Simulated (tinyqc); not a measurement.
Inside a calculation. Method: lattice vibrations of a chain. One step of it, computed by the program tinyqc.

Problem. Frequencies. omega^2 are the eigenvalues; wavenumber = 521.4708 sqrt(eigenvalue) 1/cm.

D(q) (eV/(angstrom^2 u)):
```
                    1          2          3                   4
1            0.595031  -0.273974   0.000000  0.329362+0.350735i
2           -0.273974   0.470588  -0.226441            0.000000
3            0.000000  -0.226441   0.488806           -0.261317
4  0.329362-0.350735i   0.000000  -0.261317            1.018717
```

Give: eigenvalues; wavenumbers; weights |e|^2 of the mass-weighted modes.

Solution.

eigenvalues: 0.0830  0.2790  0.8095  1.4016

wavenumbers (1/cm): 150.2  275.5  469.2  617.4

weights |e|^2 of the mass-weighted modes:
```
        mode 1  mode 2  mode 3  mode 4
atom 1  0.3873  0.1823  0.1541  0.2763
atom 2  0.3489  0.1808  0.4527  0.0176
atom 3  0.1370  0.4719  0.3417  0.0493
atom 4  0.1268  0.1649  0.0515  0.6568
```
